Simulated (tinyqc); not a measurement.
Mass and optical strength against direction: two-band tight binding of a puckered layer.

With X = kx ax/2 and Y = ky ay/2: h = t2 + 2 cos(Y) (t1 exp(iX) + t3 exp(-iX)) + t5 exp(2iX), d = 4 t4 cos(X) cos(Y), H = [[d, h], [h*, d]], E = d -/+ |h|.

Values chosen for the exercise (near a published set for monolayer black phosphorus; shifted at random, so the results belong to these values and not to a real crystal):
```
symbol  value   unit      meaning
ax      4.46    angstrom  period along x (armchair)
ay      3.33    angstrom  period along y (zigzag)
t1      -1.222  eV        along the zigzag
t2      3.651   eV        across the pucker
t3      -0.216  eV        second in the sheet
t4      -0.103  eV        same sublattice
t5      -0.057  eV        far across
```

masses (m0):
```
                x        y
electron  0.15618  0.83597
hole      0.17050  1.11554
```

chi = -4.74098 eV angstrom

Angle from x. 1/m(theta) = cos^2/mx + sin^2/my. Near Gamma only x-polarised light couples the bands, with strength chi^2 cos^2(theta), chi = ax (t1 - t3 + t5) = d Im(h)/dkx; the positions of the atoms inside the cell, which would change this dipole but not the masses, are left out. The last column is the transition energy at |k| = 0.1 1/angstrom from the full bands, less the gap.

Against angle:
```
theta (deg)  m_e (m0)  m_h (m0)  strength (eV^2 angstrom^2)  rise of the transition (eV)
0               0.156     0.170                       22.48                       0.4103
15              0.165     0.181                       20.97                       0.3897
30              0.196     0.216                       16.86                       0.3326
45              0.263     0.296                       11.24                       0.2519
60              0.400     0.468                        5.62                       0.1678
75              0.647     0.813                        1.51                       0.1036
85              0.809     1.070                        0.17                       0.0823
90              0.836     1.116                        0.00                       0.0795
```

The light-mass direction rules: at 45 degrees the electron mass is still 0.263, 1.69 times the value along x, against 5.4 times at 90 degrees. At |k| = 0.1 the transition has risen 5.2 times as much along x as along y.

Run: tinyqc, `OMP_NUM_THREADS=1 python tinyqc.py 1481846 1481847 out.jsonl`; Intel(R) Xeon(R) Processor @ 2.30GHz, one thread, shared host; about 0.01 s of CPU time with all checks.
